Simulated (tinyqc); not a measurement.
Minority-electron transport through the base of a bipolar transistor (Moll-Ross and Kroemer integrals): one step, computed by the program tinyqc. Command: `OMP_NUM_THREADS=1 python tinyqc.py 3006317 3006318 out.jsonl base walk`. One thread of a shared host (Intel(R) Xeon(R) Processor @ 2.30GHz), about 0.01 s of CPU time with the checks.

Low injection, one dimension, x from the emitter edge (0) to the collector edge (W), s = x/W. Recombination is treated as a small correction (valid for tau_B well below tau_n), computed from the stored charge.

Task: Profile and built-in field. N(x) = N_0 (ratio)^(-s); n_i(x)^2 = n_i^2 exp(s dE_g/k_B T); D(x) = (k_B T/e) mu, mu = mu_min + (mu_max - mu_min)/(1 + (N/N_ref)^0.7). Field that drives electrons towards the collector, averaged over the base: (k_B T/e) ln[N_0 n_i(W)^2/(N(W) n_i^2)]/W.

Inputs (values chosen for the exercise, modelled on InP): base doping at the emitter edge N_0 = 2.6e+18 1/cm^3; base width W = 23 nm; mu_min = 680 cm^2/(V s); mu_max = 4710 cm^2/(V s); N_ref = 1e+17 1/cm^3; temperature T = 300 K; doping ratio N_0/N(W) = 72; gap narrowing across the base dE_g = 100 meV.

Base doping profile: exponential. Gap grading: linear. Exit of the base: infinite sink.

Constants: k_B = 8.617333262e-05 eV/K.

Give: Across the base; drift factor eta (potential drop in k_B T/e); mean built-in field.

Result:

Across the base:
```
s    N (1/cm^3)  n_i(x)^2/n_i^2  D (cm^2/s)  y (s/cm^5)
0.0  2.6000e+18           1.000      27.241  9.5444e+16
0.2  1.1054e+18           2.168      33.919  1.5034e+16
0.4  4.6994e+17           4.699      43.927  2.2768e+15
0.6  1.9979e+17          10.185      57.294  3.4238e+14
0.8  8.4939e+16          22.077      72.644  5.2962e+13
1.0  3.6111e+16          47.855      87.493  8.6246e+12
```

drift factor eta (potential drop in k_B T/e) = 8.1448

mean built-in field = 91.548 kV/cm
